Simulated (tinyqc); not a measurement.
Global model of a low-pressure process discharge: electron temperature, density, ion flux and ion energy: one step, computed by the program tinyqc.

Maxwellian electrons with temperature T_e in eV, one positive ion, no negative ions, uniform bulk density n; rate constants have the Arrhenius form.

Problem. Energy per pair and density. E_c = E_iz + (X0 exp(-E_ex/T_e) E_ex + K_el (3 m_0/M) T_e)/K_iz; wall potential V_s = (T_e/2) ln(M/(2 pi m_0)); E_T = E_c + 2 T_e + T_e/2 + V_s; n = P/(e u_B A_eff E_T); ion current density J = e h_L n u_B; ionised share n/n_g.

Inputs (values chosen for the exercise, of the order of those of an inductive discharge in a simple atomic gas):
```
quantity                      value   unit
ion mass M                       40      u
ionisation energy E_iz         15.6     eV
excitation prefactor X0     1.9e-14  m^3/s
excitation energy E_ex         9.43     eV
elastic rate constant K_el  6.5e-14  m^3/s
gas temperature T_g             500      K
absorbed power P                590      W
```

T_e = 2.780621 eV

K_iz = 1.354246e-16 m^3/s

Bohm velocity u_B = 2589.832 m/s

A_eff = 968.6412 cm^2

h_L = 0.2590372

gas density n_g = 1.028502e+20 1/m^3

Constants: m_0 = 9.1093837015e-31 kg; u = 1.6605390666e-27 kg; e = 1.602176634e-19 C.

Give: collisional loss per pair E_c; wall potential V_s; E_T; plasma density n; ion current density J; ionised share.

Solution.

collisional loss per pair E_c = 60.19 eV

wall potential V_s = 13.01 V

E_T = 80.16 eV

plasma density n = 1.831e+11 1/cm^3

ion current density J = 1.968 mA/cm^2

ionised share = 0.001781

Collisions take 75 % of the power and the walls the rest. T_e came from the particle balance alone; the power sets only n.
